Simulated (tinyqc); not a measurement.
Liquidus of a compound AB in a simple-solution melt, liquid-phase epitaxy and vapour pressures: one step, computed by the program tinyqc. Command: `OMP_NUM_THREADS=1 python tinyqc.py 3031130 3031131 out.jsonl liq35 walk`. One thread of a shared host (Intel(R) Xeon(R) Processor @ 2.30GHz), about 0.06 s of CPU time with the checks.

x is the atom fraction of B in the melt. The melt is a simple solution: R T ln gamma_B = W (1 - x)^2, R T ln gamma_A = W x^2, W = a + b T. The solid AB is stoichiometric.

Problem. Layer thickness. Semi-infinite melt (Hsieh): step d = 2 dT sqrt(D t/pi)/(C_S m); ramp d = (4/3) c sqrt(D/pi) t^(3/2)/(C_S m); supercooling is their sum. A melt of depth w can give at most w (undercooling)/(C_S m).

Inputs (values chosen for the exercise, modelled on GaSb for the melt):
```
quantity                     value    unit
saturation temperature T       626       K
step dT                         11       K
cooling rate c                 1.1   K/min
growth time t                  2.2     min
diffusivity in the melt D  4.9e-05  cm^2/s
melt depth w                   5.2      mm
```

Growth programme: step cooling.

C_S = 1.765733e+22 1/cm^3

slope m = 4.907898e-19 K cm^3

Give: thickness d; largest thickness from this melt; sqrt(D t)/w.

Solution.

thickness d = 1.1519 micrometre

largest thickness from this melt = 6.6005 micrometre

sqrt(D t)/w = 0.15466

The layer uses 17 % of what the melt could give. Caution: over so large an undercooling the liquidus slope is not constant.
